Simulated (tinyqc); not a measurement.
Franz-Keldysh effect at a direct gap: sweeps and comparisons. A value that a table varies takes the place of the one given here.

Parabolic bands, vertical transitions, no excitons. For each hole band j: mr = me mj/(me + mj); joint density of states J_j(E) = (mr/c)^(3/2) sqrt(E - Eg)/(2 pi^2), both spins, c = hbar^2/2m0; averaged matrix element |e.p|^2 = m0 Ep/6; alpha_j(E) = 4 pi^2 alpha_f c Ep J_j/(3 nr E) in 1/angstrom (alpha_f the fine-structure constant, listed as alpha among the constants), times 1e8 for 1/cm.

In a field Fd (1 kV/cm = 1e-5 V/angstrom) the electro-optic energy of band j is th = (c (e Fd)^2/mr)^(1/3), and sqrt(E - Eg) in J_j is replaced by pi sqrt(th) [Ai'(b)^2 - b Ai(b)^2] with b = (Eg - E)/th; Ai is the Airy function.

Constants: hbar^2/2m0 = 3.80998211 eV angstrom^2; fine-structure constant alpha = 0.007297352564.

Values chosen for the exercise (near those of GaAs; the results hold for these values, not for the real material):
- Eg = 1.393 eV (direct gap)
- me = 0.0669 m0 (electron mass)
- mhh = 0.508 m0 (heavy-hole mass)
- mlh = 0.0834 m0 (light-hole mass)
- Ep = 24.9 eV (Kane energy)
- nr = 3.65 (refractive index)
- Fd = 200 kV/cm (uniform field)
- det = 60 meV (detuning below the gap)

## Spectrum around the gap

Absorption (1/cm):

| E - Eg (eV) | alpha(0) | alpha(F) | change |
|---|---|---|---|
| -0.1591 | 0 | 3.137 | 3 |
| -0.1273 | 0 | 13.47 | 13 |
| -0.0955 | 0 | 52.38 | 52 |
| -0.0636 | 0 | 182.1 | 182 |
| -0.0318 | 0 | 551.6 | 552 |
| 0.0000 | 0 | 1432 | 1432 |
| 0.0318 | 4581 | 3119 | -1461 |
| 0.0636 | 6337 | 5571 | -765 |
| 0.0955 | 7598 | 8019 | 420 |
| 0.1273 | 8589 | 9323 | 734 |
| 0.1591 | 9406 | 9436 | 30 |
| 0.1909 | 10096 | 9720 | -376 |
| 0.2546 | 11208 | 1.138e+04 | 168 |
| 0.3182 | 12065 | 1.211e+04 | 44 |

How do the results move?

At the gap alpha(F) = 1432 1/cm; 127.3 meV below it 13.5 1/cm remain, the tail falling as exp(-(4/3) b^(3/2)). Among the energies listed the largest rise is 1432 1/cm at E - Eg = 0.0 meV and the largest fall -1461 1/cm at 31.8 meV. It changes sign between 0.0 and 31.8 meV, between 63.6 and 95.5 meV, between 159.1 and 190.9 meV and between 190.9 and 254.6 meV; th is 63.6 meV for heavy holes and 74.3 meV for light holes.

## Tail absorption against field

At E = Eg - det; the field takes the values listed. The last column is the length for 10 dB of loss.

Results:

| Fd (kV/cm) | th heavy (meV) | b heavy | alpha (1/cm) | length (micrometre) |
|---|---|---|---|---|
| 10 | 8.64 | 6.946 | 7.39e-08 | 3.12e+11 |
| 20 | 13.71 | 4.376 | 0.00252 | 9.15e+06 |
| 40 | 21.77 | 2.757 | 0.766 | 3.01e+04 |
| 60 | 28.52 | 2.104 | 6.35 | 3.63e+03 |
| 100 | 40.09 | 1.496 | 40.9 | 563 |
| 150 | 52.54 | 1.142 | 116 | 198 |
| 250 | 73.85 | 0.812 | 304 | 75.8 |
| 400 | 101.03 | 0.594 | 580 | 39.7 |

What can be read from the table?

alpha grows by 7.9 decades from 10 to 60 kV/cm and by a factor 1.91 over the last step, where the field grows by 1.6: the exponent (4/3) b^(3/2) goes as 1/Fd, so the gain is steep only while b > 1 (deep in the tail the light-hole pair, with its smaller b, carries most of it), that is up to 150 kV/cm of those listed. Values below about 10 1/cm lie under the Urbach and exciton tails of a real crystal, left out here.

## What moves the tail

At E = Eg - det. Each row changes one parameter from the base and keeps the others.

Results:

| case | th heavy (meV) | alpha (1/cm) |
|---|---|---|
| base | 63.645 | 207.9 |
| Fd = 260 kV/cm | 75.810 | 323.0 |
| det = 70 meV | 63.645 | 143.3 |
| me = 0.0769 m0 | 61.107 | 220.0 |
| mlh = 0.1084 m0 | 63.645 | 214.5 |
| Ep = 27.4 eV | 63.645 | 228.8 |
| nr = 3.83 | 63.645 | 198.1 |

What can be read from the table?

The largest shifts from the base row, up to three for each result and ties (the steps differ in size, so this ranks the rows, not the parameters). th heavy (meV): Fd +12.165, me -2.538; unchanged at the printed digits by det, mlh, Ep and nr. alpha (1/cm): Fd +115, det -64.6, Ep +20.9.

tinyqc: `OMP_NUM_THREADS=1 python tinyqc.py 1682626 1682627 out.jsonl`; about 0.01 s, one thread, shared Intel(R) Xeon(R) Processor @ 2.30GHz.
